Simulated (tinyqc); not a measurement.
# Shallow acceptor in the spherical model (Baldereschi-Lipari), strong spin-orbit limit, step by step

A worked calculation. Computed by tinyqc, a small Python program that keeps every step. Command: `OMP_NUM_THREADS=1 python tinyqc.py 3015811 3015812 out.jsonl acceptor walk`. One thread of a shared host (Intel(R) Xeon(R) Processor @ 2.30GHz), about 0.01 s of CPU time with the checks. Intermediate numbers are printed to about 7 digits and carried at full precision; extremes and crossings named in words are read from the listed rows.

The 1S(3/2) state has an s envelope f(r) and a d envelope g(r). In effective units they obey -(f'' + 2f'/r + 2f/r) + mu (g'' + 5g'/r + 3g/r^2) = E f and -(g'' + 2g'/r - 6g/r^2 + 2g/r) + mu (f'' - f'/r) = E g. The cubic term, the split-off band and the central cell are left out.

Inputs (values chosen for the exercise, modelled on InAs):
```
quantity                  value  unit
Luttinger gamma_1          20.4     -
Luttinger gamma_2          8.68     -
Luttinger gamma_3          9.07     -
dielectric constant eps    14.6     -
functions per channel n       2     -
smallest exponent zeta_1    1.2  1/a*
ratio beta of exponents     2.4     -
```

Constants: Ry = 13.605693123 eV; a_0 = 0.529177210903 angstrom.

## Effective units and couplings

Ry* = Ry/(gamma_1 eps^2), a* = a_0 eps gamma_1, mu = (6 gamma_3 + 4 gamma_2)/(5 gamma_1), delta = (gamma_3 - gamma_2)/gamma_1; spherical masses 1/(gamma_1 (1 - mu)) (heavy) and 1/(gamma_1 (1 + mu)) (light).

Ry* = 3.128850 meV

a* = 157.6101 angstrom

mu = 0.8739216

delta = 0.01911765

heavy-hole mass = 0.3888025 m_0

light-hole mass = 0.02615884 m_0

## Matrices in a small basis

zeta_i = zeta_1 beta^(i-1), i = 1..n, in both channels. Basis: f_i = exp(-zeta_i r), g_i = r exp(-zeta_i r), weight r^2 dr, s = zeta_i + zeta_j. S_ff = 2/s^3, H_ff = zeta_i zeta_j S_ff - 2/s^2; S_gg = 24/s^5, H_gg = 8/s^3 + 24 zeta_i zeta_j/s^5 - 12/s^4; H(f_i, g_j) = mu (6 zeta_i^2/s^4 + 2 zeta_i/s^3); S_fg = 0. Each function is normalised by sqrt(S_ii).

H (Ry*), lower triangle (symmetric):
```
            f1        f2        g1       g2
f1       -0.96
f2  -0.4722312    2.5344
g1    1.816412  4.114174      2.16
g2    2.484029  10.46253  4.377157  16.4736
```

S, lower triangle (symmetric):
```
          f1        f2        g1        g2
f1  1.000000
f2  0.756781  1.000000
g1  0.000000  0.000000  1.000000
g2  0.000000  0.000000  0.628468  1.000000
```

## Lowest level in the small basis

H c = E S c with c^T S c = 1 and the largest component positive; the d weight is the part of the norm in g.

E = -3.292609 Ry*

coefficients: f1 -0.296767, f2 1.032458, g1 -0.127194, g2 -0.467717

d weight = 0.3097143

## Converged levels

Large basis: zeta_i = 0.08 x 1.55^(i-1), i = 1..20 in each channel; overlap eigenvalues below 1e-11 are dropped. Binding energies are -E Ry*; the mass that fits is E(1S) eps^2/Ry.

1S(3/2) binding in Ry* = 3.862469

1S(3/2) binding energy = 12.08509 meV

2S(3/2) binding energy = 3.681780 meV

d weight of 1S(3/2) = 0.3631350

Hydrogenic mass that fits = 0.1893367 m_0

The small basis recovers 85.2 % of the binding. The ratio 2S/1S is 0.305 against the hydrogenic 0.25. The fitted mass is 49 % of the heavy-hole mass.

## One mass for the acceptor?

Hydrogenic binding Ry m/eps^2; the density-of-states mass is (m_H^(3/2) + m_L^(3/2))^(2/3); errors are against the large basis.

1S binding energy:
```
mass                     value (m_0)  binding (meV)  error (%)
light hole                 0.0261588        1.66968   -86.1840
1/gamma_1                  0.0490196        3.12885   -74.1098
mean of heavy and light    0.2074807       13.24319     9.5829
heavy hole                 0.3888025       24.81670   105.3498
density of states          0.3933129       25.10459   107.7320
```

The coupled result, 12.09 meV, lies between the 1/gamma_1 value (no coupling) and the heavy-hole value; the closest single rule here is "mean of heavy and light", off by +9.6 %.

## Binding against mu

The formulas are those given above.

1S(3/2):
```
mu    binding (Ry*)   d weight  binding x (1 - mu)
0.10       1.009075  0.0042365           0.9081674
0.26       1.065092  0.0288863           0.7881682
0.50       1.298539  0.1097889           0.6492697
0.52       1.331828  0.1191123           0.6392774
0.80       2.580198  0.2982800           0.5160396
0.87       3.757698  0.3594730           0.4885008
0.90       4.768333  0.3881797           0.4768333
0.95       9.144654  0.4400163           0.4572327
```

The binding grows from 1.009 to 9.14 Ry*, slowly at first (second order in mu), while the d weight rises to 0.44. The last column, the binding in units of the heavy-hole Rydberg, falls to 0.457, towards about 0.44 as mu tends to 1.

Checks made by the program: mu = 0 against hydrogen, 1 and 1/4 (relative difference 4e-06); the coupling element from the adjoint operator (relative difference below 1e-10).
